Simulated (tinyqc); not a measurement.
Double-gate transistor below threshold, two-dimensional Poisson equation on a small mesh: two steps of the calculation.

Half of a symmetric double-gate structure: row 0 is the mid-plane of the body, where the normal field vanishes. Mobile charge is neglected (subthreshold), the body is fully depleted, and potentials are counted from the intrinsic level; rows run upward to the gate, columns from source to drain.

Parameters, values chosen for the exercise; semiconductor permittivity made up: relative permittivity of the semiconductor eps_r = 15.1; relative permittivity of the insulator eox = 7.5; half the body thickness tb = 5 nm; insulator thickness tox = 3.6 nm; channel length L = 42 nm; acceptor density of the depleted body Na = 3.3e17 cm^-3.

Constants: q = 1.602176634e-19 C, eps0 = 8.8541878128e-14 F/cm where lengths are in cm. Results are converted to the units shown.

Problem 1. Coefficients of the five-point equations. Mesh: rows i = 0..1 in the semiconductor (step hs = tb/1, row 1 on the interface), then 1 step(s) ho = tox/1 up to the gate row 2; columns j = 0..4 (step hy = L/4). Box integration, divided by eps0: up_i = eps hy/h of the interval above row i, dn_i = that of the interval below (0 for row 0), lat_i = (sum of eps h/2 over the intervals above and below)/hy, s_i = -q Na w_i hy/eps0 with w_i the semiconductor height of the box (hs/2 for row 0 and the interface row, hs between, 0 in the insulator). Each free node obeys (up + dn + 2 lat) psi = up psi(above) + dn psi(below) + lat [psi(left) + psi(right)] + s.

Give: up; dn; lat; s.

Solution 1.

```
row	up	dn	lat	s (V)
0	31.710	0	3.5952	-0.15675
1	21.875	31.710	4.8810	-0.15675
```

Problem 2. Over-relaxation sweep (omega = 1.21). Free nodes: rows 0..1, columns 1..3, taken row by row from row 0, left to right. t = (up psi(above) + dn psi(below) + lat [psi(left) + psi(right)] + s)/(up + dn + 2 lat), with the newest neighbours; psi(new) = psi + 1.21 (t - psi).

psi after iteration 1 (V):
```
	j=0	j=1	j=2	j=3	j=4
row 0	0.4600000	0.7051243	0.9545791	1.2045181	1.4600000
row 1	0.4600000	0.4241012	0.5426565	0.6759052	1.4600000
row 2	0.0400000	0.0400000	0.0400000	0.0400000	0.0400000
```

```
row	up	dn	lat	s (V)
0	31.71	0	3.5952381	-0.15674905
1	21.875000	31.71	4.8809524	-0.15674905
```

Give: psi after iteration 2.

Solution 2.

psi after iteration 2 (V):
```
	j=0	j=1	j=2	j=3	j=4
row 0	0.460	0.424	0.512	0.629	1.460
row 1	0.460	0.275	0.298	0.417	1.460
row 2	0.040	0.040	0.040	0.040	0.040
```

Computed by the program tinyqc: `OMP_NUM_THREADS=1 python tinyqc.py 2480161 2480162 out.jsonl`, one thread of a shared Intel Xeon 2.30GHz, about 0.1 s for the whole run.
